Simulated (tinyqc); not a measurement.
# Threshold of a short bulk MOSFET: charge sharing, barrier lowering, narrow width: effects of single changes

n-channel device on a p-type body, depletion approximation, full ionisation. Uniform doping N = Na. Vbi from Boltzmann statistics is rough for the degenerate source. Cox = eps0 eox/tox.

Parameters, values chosen for the exercise; band and dielectric values close to those of silicon: temperature T = 250 K; band gap Eg = 1.1 eV; relative permittivity eps_r = 11.9; conduction-band density of states at T Nc = 2.11e19 cm^-3; valence-band density of states at T Nv = 2.05e19 cm^-3; relative permittivity of the gate insulator (close to hafnium oxide) eox = 22.4; insulator thickness tox = 6 nm; channel doping Na = 8.1e17 cm^-3; source and drain doping Nsd = 1e20 cm^-3; flat-band voltage for the doping Na Vfb = -0.87 V; junction depth xj = 120 nm; body-source voltage Vbs = -0.5 V; drain-source voltage Vds = 1 V; gate width W = 420 nm; shape factor of the fringing depletion at the width edges xw = 0; channel length L = 110 nm.

Constants: q = 1.602176634e-19 C, kB = 1.380649e-23 J/K, Vt = kB T/q, eps0 = 8.8541878128e-14 F/cm where lengths are in cm. Results are converted to the units shown.

Each table varies one quantity; the others keep the values above.

## Threshold roll-off against channel length

ni = sqrt(Nc Nv) exp(-Eg/(2 Vt)), Eg in volts; 2 pB = 2 Vt ln(N/ni); flat band Vfb - Vt ln(N/Na); Wd = sqrt(2 eps0 eps_r (2 pB - Vbs)/(q N)); body term q N Wd/Cox; long-channel VT0 = flat band + 2 pB + body term; Vbi = Vt ln(N Nsd/ni^2); scale length l = sqrt((eps_r/eox) tox Wd). Charge sharing (trapezoid; it ignores Vds): F = (xj/L)(sqrt(1 + 2 Wd/xj) - 1), lowering = body term times F. Barrier lowering: th = exp(-L/(2 l)) + 2 exp(-L/l), lowering = th [2 (Vbi - 2 pB) + Vds], DIBL = th. Narrow width: rise = body term times xw Wd/W. VT by each model = VT0 - lowering + rise. DIBL under 0.001 mV/V is printed as 0.

The same in every row: N (cm^-3) = 8.1000e17; VT0 (V) = 0.28133.

Threshold roll-off against channel length:
```
L (nm),L/l,F,DIBL (mV/V),"VT, charge sharing (V)","VT, barrier lowering (V)"
57,4.5753,0.72829,122.11,0.14210,0.13388
83,6.6622,0.50015,38.310,0.18571,0.23507
120,9.6322,0.34594,8.2297,0.21520,0.27139
170,13.646,0.24419,1.0911,0.23465,0.28001
250,20.067,0.16605,0.043908,0.24958,0.28127
360,28.896,0.11531,0,0.25928,0.28133
520,41.739,0.079832,0,0.26607,0.28133
750,60.201,0.055350,0,0.27075,0.28133
```

What does the table show?

VT by barrier lowering rises from 0.134 to 0.281 V and VT by charge sharing rises from 0.142 to 0.271 V. DIBL is under 100 mV/V from L = 83 nm on among the rows (th = 0.1 at L/l = 4.92). For L = 57, 83 F exceeds 0.5: the shares of source and drain overlap, and the trapezoid formula no longer holds.

## Effect of the insulator thickness

Same model as above.

The same in every row: N (cm^-3) = 8.100e17; F = 0.3774.

Result of one run:
```
tox (nm),VT0 (V),L/l,DIBL (mV/V),"VT, charge sharing (V)","VT, barrier lowering (V)"
2.4,0.1666,13.96,0.9317,0.1378,0.1655
```

What becomes of these results when the insulator thickness tox is changed from 2.4 to 3.1 nm, all else the same?

Result of the changed run:
```
tox (nm),VT0 (V),L/l,DIBL (mV/V),"VT, charge sharing (V)","VT, barrier lowering (V)"
3.1,0.1889,12.28,2.160,0.1517,0.1863
```

The whole series:
```
tox (nm),VT0 (V),L/l,DIBL (mV/V),"VT, charge sharing (V)","VT, barrier lowering (V)"
2.4,0.1666,13.96,0.9317,0.1378,0.1655
3.1,0.1889,12.28,2.160,0.1517,0.1863
4.1,0.2208,10.68,4.839,0.1715,0.2149
5.3,0.2590,9.394,9.287,0.1953,0.2478
6.8,0.3068,8.294,16.31,0.2251,0.2871
8.9,0.3737,7.250,28.07,0.2667,0.3398
12,0.4725,6.243,47.97,0.3282,0.4146
15,0.5681,5.584,68.80,0.3877,0.4850
```

As tox goes from 2.4 to 15, VT0 rises from 0.167 to 0.568 V, DIBL rises from 0.932 to 68.8 mV/V, F stays at 0.377 and VT by barrier lowering rises from 0.166 to 0.485 V.

Numbers from tinyqc (`OMP_NUM_THREADS=1 python tinyqc.py 2002081 2002082 out.jsonl`; about 0.01 s on one thread of a shared Intel Xeon 2.30GHz).
